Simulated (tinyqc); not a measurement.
Thickness: WKB tunnelling through a gate dielectric with a two-band (Franz) dispersion.

At depth x the conduction edge lies u(x) = phi - V x/t above the electron. Parabolic: kappa = sqrt(m u/c). Franz: kappa = sqrt(m u (1 - u/Eg)/c), which vanishes at both band edges. c = hbar^2/2m0. T = exp(-2 integral of kappa dx) over the region u > 0; no image force, no prefactor, zero transverse momentum. The region ends at x_e = min(t, phi t/V); x_e < t is the Fowler-Nordheim regime.

Constants: hbar^2/2m0 = 3.80998211 eV angstrom^2.

Parameters, chosen for this exercise (of the size used for hBN on silicon; not measured data): Eg = 5.82 eV (gap of the dielectric); phi = 1.98 eV (barrier above the electron energy at the emitter); m = 0.5 m0 (mass at the conduction edge); V = 2.3 V (voltage across the layer).

The same voltage across layers of other thickness. The last column is the thickness that changes T by a factor of ten, ln(10)/(2 I/t).

Transmission:

| t (angstrom) | field (MV/cm) | T parabolic | T Franz | angstrom per decade, Franz |
|---|---|---|---|---|
| 8 | 28.75 | 0.00927 | 0.0155 | 4.418 |
| 10 | 23.00 | 0.00288 | 0.00545 | 4.418 |
| 12 | 19.17 | 0.000893 | 0.00192 | 4.418 |
| 15 | 15.33 | 0.000154 | 0.000403 | 4.418 |
| 20 | 11.50 | 8.28e-06 | 2.97e-05 | 4.418 |
| 25 | 9.20 | 4.44e-07 | 2.20e-06 | 4.418 |
| 30 | 7.67 | 2.38e-08 | 1.62e-07 | 4.418 |
| 40 | 5.75 | 6.85e-11 | 8.84e-10 | 4.418 |

At fixed voltage the exponent is proportional to t: T falls tenfold for each 4.42 angstrom. The ratio of Franz to parabolic grows with t, from 1.67 at 8 to 12.9 at 40 angstrom. V exceeds phi, so every row is in the Fowler-Nordheim regime. Fields above about 9 MV/cm (6 of the rows) are past breakdown; those rows are an exercise.

Run: tinyqc, `OMP_NUM_THREADS=1 python tinyqc.py 1480704 1480705 out.jsonl`; Intel(R) Xeon(R) Processor @ 2.30GHz, one thread, shared host; about 0.01 s of CPU time with all checks.
